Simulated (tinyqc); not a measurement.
From results back to parameters: delta-doped layer in the Thomas-Fermi potential. Five cases, with inputs chosen for the exercise.

Problem. The depth of the well was computed from a hidden sheet density.

All donors ionised in the plane z = 0, zero temperature, energies from the Fermi level EF of the Thomas-Fermi model, which lies at the bulk band edge; c = hbar^2/2m0, q = e^2/(4 pi eps0). Layer in a (001) plane: two valleys with m_z = ml, m_d = mt (unprimed) and four with m_z = mt, m_d = sqrt(ml mt) (primed); m3 = (ml mt^2)^(1/3), gv = 6. With n = (gv/3 pi^2)(m3 (-V)/c)^(3/2) and V'' = -(4 pi q/eps) n for z > 0, the solution is V = -b/(|z| + z0)^4 with sqrt(b) = 20/K, K = (4 pi q/eps)(gv/3 pi^2)(m3/c)^(3/2), and z0^5 = 4b/(e F0), e F0 = 2 pi q N/eps; 1e13/cm^2 = 1e-3/angstrom^2. Exchange and correlation are left out.

Constants: hbar^2/2m0 = 3.80998211 eV angstrom^2; e^2/(4 pi eps0) = 14.39964547 eV angstrom.

Case 1.

Values chosen (out of a larger set: near those of a delta-doped layer in Si; not measured data): ml = 0.922 m0 (longitudinal mass); mt = 0.19 m0 (transverse mass); eps = 11.7 (dielectric constant).

depth = 0.485578 eV

Case 2.

Values chosen (out of a larger set: near those of a delta-doped layer in Si; not measured data): ml = 0.918 m0 (longitudinal mass); mt = 0.191 m0 (transverse mass); eps = 11.8 (dielectric constant).

depth = 0.137462 eV

Case 3.

Values chosen (out of a larger set: near those of a delta-doped layer in Si; not measured data): ml = 0.908 m0 (longitudinal mass); mt = 0.195 m0 (transverse mass); eps = 11.5 (dielectric constant).

depth = 0.271887 eV

Case 4.

Values chosen (out of a larger set: near those of a delta-doped layer in Si; not measured data): ml = 0.901 m0 (longitudinal mass); mt = 0.193 m0 (transverse mass); eps = 12 (dielectric constant).

depth = 0.450123 eV

Case 5.

Values chosen (out of a larger set: near those of a delta-doped layer in Si; not measured data): ml = 0.935 m0 (longitudinal mass); mt = 0.194 m0 (transverse mass); eps = 11.7 (dielectric constant).

depth = 0.071386 eV

Find: b; z0; N.

Solution. b does not depend on N; z0 = (b/depth)^(1/4), e F0 = 4b/z0^5 and N = eps e F0/(2 pi q).

Case 1.

b = 6.767e+04 eV angstrom^4
z0 = 19.32 angstrom
N = 13.0 x 1e13/cm^2

Case 2.

b = 6.841e+04 eV angstrom^4
z0 = 26.56 angstrom
N = 2.70 x 1e13/cm^2

Case 3.

b = 6.302e+04 eV angstrom^4
z0 = 21.94 angstrom
N = 6.30 x 1e13/cm^2

Case 4.

b = 7.059e+04 eV angstrom^4
z0 = 19.90 angstrom
N = 12.0 x 1e13/cm^2

Case 5.

b = 6.400e+04 eV angstrom^4
z0 = 30.77 angstrom
N = 1.20 x 1e13/cm^2

Computed by tinyqc, one run a case: `OMP_NUM_THREADS=1 python tinyqc.py N N+1 out.jsonl` with N = 1251857, 1251861, 1251894, 1251982, 1252125; one thread of a shared Intel(R) Xeon(R) Processor @ 2.30GHz, about 0.1 s a run at most.
